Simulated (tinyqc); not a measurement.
Time-domain thermoreflectance: layered heat flow under a modulated pulse train, and what the signal ratio measures: one step, computed by the program tinyqc.

Pulses repeat at 80 MHz; heat is laid down at the surface, all layers are isotropic.

Question. Length and time scales. Penetration depth sqrt(kappa/(pi f C)); effusivity sqrt(kappa C); cooling time of the metal d C_m/G; Kapitza length kappa/G.

Inputs (values chosen for the exercise, modelled on aluminium on GaAs):
```
quantity,value,unit
metal thickness d,93,nm
metal heat capacity,2.42,MJ/(m^3 K)
boundary conductance G under the metal,71,MW/(m^2 K)
substrate conductivity kappa,44.6,W/(m K)
substrate heat capacity C,1.71,MJ/(m^3 K)
modulation frequency f,2,MHz
"spot radius w (1/e^2, pump and probe)",24,micrometre
```

Stack: metal, substrate.

Give: penetration depth; effusivity; cooling time of the metal; Kapitza length; depth over spot radius.

Answer.

penetration depth = 2.037 micrometre

effusivity = 8733 W s^(1/2)/(m^2 K)

cooling time of the metal = 3170 ps

Kapitza length = 628.2 nm

depth over spot radius = 0.08489
